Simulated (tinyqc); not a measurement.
Band bending at a free surface with a continuum of surface states, surface photovoltage and Kelvin probe: two steps of the calculation.

n-type bulk, xi = Ec - EF = Vt ln(Nc/Nd), p0 = ni^2/Nd, ni = sqrt(Nc Nv) exp(-Eg/(2 Vt)), Eg in volts. b is the upward band bending, u = b/Vt. Space charge per area, in units of q: Qc = sign(b) sqrt((2 eps0 eps_r Vt/q) [(Nd + dn)(exp(-u) - 1) + Nd u + (p0 + dn)(exp(u) - 1)]), with dn the excess density under light (flat quasi-Fermi levels; 0 in the dark). The states hold -Ds (E0 - xi - b): negative while the Fermi level lies above the neutrality level. Neutrality: Qc + Qf + (charge of the states) = 0.

Values chosen for this exercise; band and dielectric values close to those of silicon:
- T = 300 K (temperature)
- Eg = 1.12 eV (band gap)
- eps_r = 11.7 (relative permittivity)
- Nc = 2.82e19 cm^-3 (conduction-band density of states at T)
- Nv = 2.67e19 cm^-3 (valence-band density of states at T)
- Nd = 6.7e15 cm^-3 (donor density)
- Qf = 6.3e10 cm^-2 (fixed positive charge at the surface)
- Ds = 5.6e13 cm^-2 eV^-1 (density of surface states)
- E0 = 0.37 eV (depth of their neutrality level below the conduction edge)
- dn = 7.4e13 cm^-3 (excess carrier density under light)

Constants: q = 1.602176634e-19 C, kB = 1.380649e-23 J/K, Vt = kB T/q, eps0 = 8.8541878128e-14 F/cm where lengths are in cm. Results are converted to the units shown.

Problem 1. Band bending in the dark. Newton step: b(new) = b - (Qc + Qf - Ds (E0 - xi - b))/(dQc/db + Ds), dQc/db = (eps0 eps_r/q) [Nd (1 - exp(-u)) + p0 exp(u)]/Qc.

b at the start = 0.12 V

Give: b after iteration 1.

Solution 1.

b after iteration 1 = 0.1513 V

Problem 2. Surface photovoltage. Under chopped light the surface charge keeps its dark value, so b falls to bL with Qc(bL, dn) = Qc(b, 0); the photovoltage is b - bL. Qc rises with b, so bL follows by bisection.

converged b = 0.15127876 V

Wanted: bL; photovoltage; share of b removed; excess holes at the surface, dn exp(bL/Vt).

Solution 2.

bL = 0.1210 V
photovoltage = 30.33 mV
share of b removed = 20.05 %
excess holes at the surface, dn exp(bL/Vt) = 7.964e15 cm^-3

Program tinyqc, `OMP_NUM_THREADS=1 python tinyqc.py 2430072 2430073 out.jsonl`; Intel Xeon 2.30GHz, shared host, one thread, about 0.01 s.
